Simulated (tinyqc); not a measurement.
Franz-Keldysh effect at a direct gap: sweeps and comparisons. A value that a table varies takes the place of the one given here.

Parabolic bands, vertical transitions, no excitons. For each hole band j: mr = me mj/(me + mj); joint density of states J_j(E) = (mr/c)^(3/2) sqrt(E - Eg)/(2 pi^2), both spins, c = hbar^2/2m0; averaged matrix element |e.p|^2 = m0 Ep/6; alpha_j(E) = 4 pi^2 alpha_f c Ep J_j/(3 nr E) in 1/angstrom (alpha_f the fine-structure constant, listed as alpha among the constants), times 1e8 for 1/cm.

In a field Fd (1 kV/cm = 1e-5 V/angstrom) the electro-optic energy of band j is th = (c (e Fd)^2/mr)^(1/3), and sqrt(E - Eg) in J_j is replaced by pi sqrt(th) [Ai'(b)^2 - b Ai(b)^2] with b = (Eg - E)/th; Ai is the Airy function.

Constants: hbar^2/2m0 = 3.80998211 eV angstrom^2; fine-structure constant alpha = 0.007297352564.

Inputs chosen for the exercise (near those of GaAs; shifted at random, so the results belong to these values and not to a real crystal): Eg = 1.446 eV (direct gap); me = 0.0662 m0 (electron mass); mhh = 0.477 m0 (heavy-hole mass); mlh = 0.079 m0 (light-hole mass); Ep = 24.9 eV (Kane energy); nr = 3.58 (refractive index); Fd = 22 kV/cm (uniform field); det = 25 meV (detuning below the gap).

## Spectrum around the gap

Absorption (1/cm):

| E - Eg (eV) | alpha(0) | alpha(F) | change |
|---|---|---|---|
| -0.0367 | 0 | 1.332 | 1 |
| -0.0294 | 0 | 5.757 | 6 |
| -0.0220 | 0 | 22.98 | 23 |
| -0.0147 | 0 | 80.29 | 80 |
| -0.0073 | 0 | 249.5 | 249 |
| 0.0000 | 0 | 655.0 | 655 |
| 0.0073 | 2125 | 1445 | -680 |
| 0.0147 | 3000 | 2639 | -362 |
| 0.0220 | 3652 | 3850 | 198 |
| 0.0294 | 4201 | 4559 | 358 |
| 0.0367 | 4670 | 4688 | 18 |
| 0.0441 | 5094 | 4907 | -187 |
| 0.0588 | 5825 | 5908 | 83 |
| 0.0735 | 6449 | 6478 | 28 |

How do the results move?

At the gap alpha(F) = 655 1/cm; 29.4 meV below it 5.76 1/cm remain, the tail falling as exp(-(4/3) b^(3/2)). Among the energies listed the largest rise is 655 1/cm at E - Eg = 0.0 meV and the largest fall -680 1/cm at 7.3 meV. It changes sign between 0.0 and 7.3 meV, between 14.7 and 22.0 meV, between 36.7 and 44.1 meV and between 44.1 and 58.8 meV; th is 14.7 meV for heavy holes and 17.2 meV for light holes.

## Tail absorption against field

At E = Eg - det; the field takes the values listed. The last column is the length for 10 dB of loss.

Results:

| Fd (kV/cm) | th heavy (meV) | b heavy | alpha (1/cm) | length (micrometre) |
|---|---|---|---|---|
| 10 | 8.69 | 2.878 | 0.311 | 7.39e+04 |
| 20 | 13.79 | 1.813 | 9.45 | 2.44e+03 |
| 40 | 21.89 | 1.142 | 69.9 | 330 |
| 60 | 28.68 | 0.872 | 153 | 150 |
| 100 | 40.32 | 0.620 | 321 | 71.7 |
| 150 | 52.83 | 0.473 | 503 | 45.7 |
| 250 | 74.27 | 0.337 | 790 | 29.1 |
| 400 | 101.60 | 0.246 | 1.11e+03 | 20.8 |

How do the results move?

alpha grows by 2.7 decades from 10 to 60 kV/cm and by a factor 1.40 over the last step, where the field grows by 1.6: the exponent (4/3) b^(3/2) goes as 1/Fd, so the gain is steep only while b > 1 (deep in the tail the light-hole pair, with its smaller b, carries most of it), that is up to 40 kV/cm of those listed. Values below about 10 1/cm lie under the Urbach and exciton tails of a real crystal, left out here.

## What moves the tail

At E = Eg - det. Each row changes one parameter from the base and keeps the others.

Results:

| case | th heavy (meV) | alpha (1/cm) |
|---|---|---|
| base | 14.693 | 13.28 |
| Fd = 28.6 kV/cm | 17.502 | 30.12 |
| det = 35 meV | 14.693 | 1.888 |
| me = 0.0761 m0 | 14.111 | 12.91 |
| mlh = 0.1027 m0 | 14.693 | 13.20 |
| Ep = 27.4 eV | 14.693 | 14.62 |
| nr = 3.76 | 14.693 | 12.65 |

What does this show?

The largest shifts from the base row, up to three for each result and ties (the steps differ in size, so this ranks the rows, not the parameters). th heavy (meV): Fd +2.808, me -0.582; unchanged at the printed digits by det, mlh, Ep and nr. alpha (1/cm): Fd +16.8, det -11.4, Ep +1.33.

Program tinyqc; command `OMP_NUM_THREADS=1 python tinyqc.py 1681840 1681841 out.jsonl`; about 0.01 s on one thread of a shared Intel(R) Xeon(R) Processor @ 2.30GHz.
